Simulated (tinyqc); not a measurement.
# Equation-of-state fits to an energy-volume table made by a known binding curve, step by step

A worked calculation. Computed by tinyqc, a small Python program that keeps every step. Command: `OMP_NUM_THREADS=1 python tinyqc.py 3030812 3030813 out.jsonl eosfit walk`. One thread of a shared host (Intel(R) Xeon(R) Processor @ 2.30GHz), about 0.02 s of CPU time with the checks. Intermediate numbers are printed to about 6 digits and carried at full precision; extremes and crossings named in words are read from the listed rows.

With x = (V/V_0)^(1/3), the energy per atom is E = -D [1 + eta (x - 1)] exp(-eta (x - 1)), so that B0 = D eta^2/(9 V_0) and B' = 1 + 2 eta/3. B' = dB/dP at P = 0.

Inputs (values chosen for the exercise, for a model crystal): cohesive energy D = 6.51 eV/atom; true volume V_0 = 18.9 angstrom^3/atom; stiffness eta = 4.06; half-width of the volume window w = 0.12; shift of the window centre s = 0.00015; points N = 9; compression V/V_0 for the pressure test = 0.7.

Binding curve: universal binding. Noise: none.

Constants: 1 eV/angstrom^3 = 160.2176634 GPa.

## Exact values of the curve

B0 and B' from the formulas above; P = -dE/dV at V = c V_0 (c the compression chosen), from the curve itself.

exact B0 = 101.074 GPa

exact B' = 3.70667

exact pressure at c V_0 = 67.9626 GPa

## Energy-volume table

Table: V_j = V_0 [1 + s + w (2 j/(N - 1) - 1)], j = 0..N-1, rounded to 0.001; E_j from the curve, rounded to 1e-7 eV.

Table:
```
V (angstrom^3)      E (eV)
16.635          -6.4056914
17.202          -6.4543091
17.769          -6.4864972
18.336          -6.5044337
18.903          -6.5099998
19.470          -6.5048254
20.037          -6.4903258
20.604          -6.4677333
21.171          -6.4381232
```

## Birch-Murnaghan fit

Third-order Birch-Murnaghan is a cubic in u = V^(-2/3): fit it by linear least squares, find the minimum, and take B0 = V E''(V), B' = -1 - V E'''/E'' there.

fitted E0 = -6.50999 eV

fitted V0 = 18.9002 angstrom^3

fitted B0 = 100.942 GPa

fitted B' = 3.69832

root-mean-square residual = 0.0111063 meV

Against the exact curve V0 is off by +0.001 %, B0 by -0.13 % and B' by -0.2 %.

## Errors of the Birch-Murnaghan fit

Errors are fitted minus exact, relative; the pressure at c V_0 uses P = (3 B0/2) (x^7 - x^5) [1 + (3/4)(B' - 4)(x^2 - 1)], x = (V0/V)^(1/3) with the fitted values.

error of B0 = -0.130249 %

error of B' = -0.225220 %

fitted pressure at c V_0 = 69.1803 GPa

error of that pressure = 1.79168 %

## Vinet fit by Gauss-Newton steps

Vinet: E = E0 + (9 B0 V0/h^2) {1 + [h (1 - x) - 1] exp(h (1 - x))}, P = 3 B0 (1 - x) x^-2 exp(h (1 - x)), x = (V/V0)^(1/3), h = (3/2)(B' - 1). Gauss-Newton steps on (E0, V0, B0, B'): solve J d = r by least squares, r the residuals and J their derivatives (central differences, relative step 1e-5); start from the parabola fit in V with B' = 4; stop when all relative changes are below 1e-7.

Iterations:
```
step   E0 (eV)  V0 (angstrom^3)  B0 (GPa)       B'  rms residual (meV)
0     -6.51068          19.0557   104.645  4.00000         9.55894e+00
1     -6.50960          18.9070   101.304  3.72058         6.73288e-01
2     -6.51000          18.9000   101.074  3.70671         1.58275e-03
3     -6.51000          18.9000   101.074  3.70667         1.91269e-05
4     -6.51000          18.9000   101.074  3.70667         1.91269e-05
```

B0, Vinet = 101.074 GPa

B', Vinet = 3.70667

The Vinet form is this binding curve itself, so without noise it returns the exact values but for the rounding of the table.

## Five forms on the same table

Murnaghan: E = E0 + (B0 V/B') [(V0/V)^B'/(B' - 1) + 1] - B0 V0/(B' - 1), P = (B0/B') [(V0/V)^B' - 1]. Birch-Murnaghan: E = E0 + (9 V0 B0/16) [y^3 B' + y^2 (2 - 4 y)], y = (V0/V)^(2/3) - 1; P = (3 B0/2) (x^7 - x^5) [1 + (3/4)(B' - 4)(x^2 - 1)], x = (V0/V)^(1/3). All are least-squares fits to the energies; for polynomials in V, B0 = V E'' and B' = -1 - V E'''/E'' at the minimum.

Fitted values:
```
form             V0 (angstrom^3)  B0 (GPa)        B'  P at c V_0 (GPa)
exact                    18.9000   101.074   3.70667           67.9626
parabola in V            19.0557   104.645  -1.00000                 -
cubic in V               18.8989   103.890   3.68190                 -
Murnaghan                18.9010   100.496   3.66552           73.9495
Birch-Murnaghan          18.9002   100.942   3.69832           69.1803
Vinet                    18.9000   101.074   3.70667           67.9627
```

In B0 the Vinet form comes closest (0.00 %) and the parabola in V form misses most (+3.53 %). A parabola in V has no third derivative, so its B' is -1 by construction. At c V_0, beyond the window, the pressure errors are Murnaghan +8.8 %, Birch-Murnaghan +1.8 %, Vinet 0.0 %; Murnaghan keeps B linear in P and so runs too stiff under compression.

## The width of the window

The table is made anew for each w.

Errors (%):
```
w     B0, parabola  B0, cubic  B0, Murnaghan  B0, Birch-Murnaghan  B0, Vinet  B', Birch-Murnaghan
0.03         0.146      0.170         -0.037               -0.009          0               -0.022
0.05         0.542      0.474         -0.101               -0.023          0               -0.035
0.08         1.515      1.222         -0.258               -0.059          0               -0.098
0.12         3.533      2.786         -0.572               -0.130          0               -0.225
0.16         6.417      5.045         -0.996               -0.228          0               -0.399
0.22        12.507      9.906         -1.806               -0.415          0               -0.740
```

The Birch-Murnaghan error of B0 is smallest among these at w = 0.03 (0.009 % in size); it is 0.009 % at the narrowest and 0.415 % at the widest. This error comes from the form and grows with w. The Vinet form is the binding curve itself here, so its error comes from noise and rounding alone. At the widest window the errors of B0 are +12.5 % for the parabola and +9.9 % for the cubic in V.

Checks made by the program: nonlinear Birch-Murnaghan fit against the linear one (relative difference below 1e-10).
